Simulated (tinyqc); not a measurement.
## Strained Delta valleys, repopulation and conductivity mass: mobility against stress

A cubic crystal with three pairs of conduction valleys along x, y and z under uniaxial stress X along [110] (X > 0 is tension); current along [110]. Non-degenerate electrons, fixed total density, one relaxation time for all valleys and stresses, masses unchanged by strain, so the mobility goes as the mean inverse mass.

Stress s_ij = X a_i a_j with a the unit vector along [110]; strain e_ii = s11 s_ii + s12 (s_jj + s_kk), e_ij = s44 s_ij/2. Valley shift dE = Xu (n.e.n - trace(e)/3) with n the valley axis; share f proportional to exp(-dE/Vt). Inverse mass along the current d = [110]: (n.d)^2/ml + (1 - (n.d)^2)/mt; mu/mu0 = sum f (1/m) over the plain mean of 1/m. The linear estimate is 1 - pi X with pi the small-stress slope -d(mu/mu0)/dX.

Inputs (values chosen for the exercise); values close to those of silicon:
```
symbol  value   unit                      meaning
T         400      K                  temperature
s11      7.73  1/TPa                   compliance
s12     -2.11  1/TPa                   compliance
s44      12.2  1/TPa                   compliance
Xu       9.06     eV  shear deformation potential
ml      0.952     m0            longitudinal mass
mt      0.184     m0              transverse mass
```

Constants: q = 1.602176634e-19 C, kB = 1.380649e-23 J/K, Vt = kB T/q. Results are converted to the units shown.

Mobility against stress:
```
X (MPa)  splitting (meV)  largest share   mu/mu0  linear estimate
-25               1.1144        0.33691  0.99606          0.99604
-50               2.2288        0.34044  0.99216          0.99207
-100              4.4575        0.34738  0.98450          0.98414
-200              8.9150        0.36074  0.96976          0.96829
-400              17.830        0.38519  0.94278          0.93658
-700              31.203        0.41590  0.90890          0.88901
-1000             44.575        0.43968  0.88265          0.84145
-1500             66.863        0.46648  0.85308          0.76217
-2500             111.44        0.49033  0.82676          0.60362
```

Read the table: what changes, and by how much?

The ratio mu/mu0 falls from 0.996 to 0.827; pi = -15.9e-11 1/Pa. The linear estimate of the change is 1.005 times the computed change in the first row and 2.29 times it in the last: once the splitting is several Vt (Vt = 34.5 meV) the upper valleys are nearly empty and little is left to move. At X = -2500 MPa the stress passes 1.5 GPa, where intervalley scattering and masses change too.

Range of the model: Shear strain also changes the transverse masses of these valleys, which is left out.

Computed by the program tinyqc: `OMP_NUM_THREADS=1 python tinyqc.py 2530013 2530014 out.jsonl`, one thread of a shared Intel Xeon 2.30GHz, about 0.01 s for the whole run.
